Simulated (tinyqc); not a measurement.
# Field from the level spacing

Problem. In a triangular well E_k = a_k (C F^2/mz1)^(1/3), a_1 = 2.338107, a_2 = 4.087949, C = hbar^2/(2 m0), F in eV/nm (1 MV/cm = 0.1 eV/nm). Find F, E_1, the mean distance 2 E_1/(3 F) of the lowest level and the sheet charge eps0 eps_r F/q behind such a field.

Values chosen for this exercise:
```
symbol,value,unit,meaning
eps_r,14,,relative permittivity
mz1,0.0414,m0,mass along z of valley set A (1 valley(s))
```

Constants: q = 1.602176634e-19 C, hbar = 1.054571817e-34 J s, m0 = 9.1093837015e-31 kg, eps0 = 8.8541878128e-14 F/cm where lengths are in cm, hbar^2/(2 m0) = 0.0380998212 eV nm^2. Results are converted to the units shown.

spacing of the two lowest levels = 313.37025 meV

Solution. The spacing over a_2 - a_1 is the energy scale (C F^2/mz1)^(1/3), which gives F. For so light a mass a level this high lies where the band is no longer parabolic.

F = 0.790 MV/cm
E_1 = 419 meV
mean distance = 3.53 nm
sheet charge over q = 6.11e12 cm^-2

Program tinyqc, `OMP_NUM_THREADS=1 python tinyqc.py 2160099 2160100 out.jsonl`; Intel Xeon 2.30GHz, shared host, one thread, about 0.6 s.
